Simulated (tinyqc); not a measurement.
From interdiffusion coefficient D~ at the local x back to tracer diffusivity D*_B(0): interdiffusion in a binary couple: Darken equations, Kirkendall shift and Boltzmann-Matano analysis. Computed by tinyqc, a small Python program. Command: `OMP_NUM_THREADS=1 python tinyqc.py 3014702 3014703 out.jsonl darken inv`. One thread of a shared host (Intel(R) Xeon(R) Processor @ 2.30GHz), about 0.2 s of CPU time with the checks.

x is the mole fraction of B; the molar volume is constant, and the two halves are long enough to count as infinite.

Inputs (values chosen for the exercise, for a model alloy A-B): tracer diffusivity D*_A(0) = 1.1e-16 m^2/s; slope k of ln D* with x = -0.0049; regular-solution parameter W = -0.13 eV; temperature T = 1260 K; composition x for the local step = 0.37.

Vacancy-wind correction: Manning, fcc.

Constants: k_B = 8.617333262e-05 eV/K.

Method. D*_i(x) = D*_i(0) exp(k x); thermodynamic factor Phi = 1 - 2 W x (1 - x)/(k_B T); with f0 = 0.7815, M0 = 2 f0/(1 - f0), den = M0 ((1 - x) D*_A + x D*_B): D_A = D*_A Phi [1 + 2 (1 - x)(D*_A - D*_B)/den], D_B = D*_B Phi [1 - 2 x (D*_A - D*_B)/den]; interdiffusion D~ = x D_A + (1 - x) D_B.

Problem. A run gave the result below. Find the tracer diffusivity D*_B(0), known to lie between 1.1e-17 and 3.4e-17 m^2/s.

interdiffusion coefficient D~ at the local x = 9.256917e-17 m^2/s

Solution.

Each step takes the trial c = (a f_b - b f_a)/(f_b - f_a), f being the result less the target and a, b, c the logarithms of the listed values; c replaces end b, the old b replaces a if the sign of f changed, and otherwise f_a is halved.

Scan of the range:
```
tracer diffusivity D*_B(0) (m^2/s)  interdiffusion coefficient D~ at the local x (m^2/s)
1.10e-17                                                                     8.76224e-17
1.33e-17                                                                     8.91061e-17
1.60e-17                                                                     9.08883e-17
1.93e-17                                                                     9.31234e-17
2.33e-17                                                                     9.59126e-17
2.82e-17                                                                     9.94420e-17
3.40e-17                                                                     1.03769e-16
```

False position (Illinois rule, in the logarithm of the input) inside the bracket:
```
step        end a        end b        trial  interdiffusion coefficient D~ at the local x (m^2/s)
1     1.60000e-17  1.93000e-17  1.84231e-17                                           9.25235e-17
2     1.93000e-17  1.84231e-17  1.84884e-17                                           9.25680e-17
3     1.93000e-17  1.84884e-17  1.84916e-17                                           9.25702e-17
4     1.84884e-17  1.84916e-17  1.84900e-17                                           9.25692e-17
```

Interdiffusion coefficient D~ at the local x rises at every point of a 13-point scan of the range (every second point is shown), so one value fits; it is bracketed by 1.60e-17 and 1.93e-17. Answer: tracer diffusivity D*_B(0) = 1.849e-17 m^2/s.
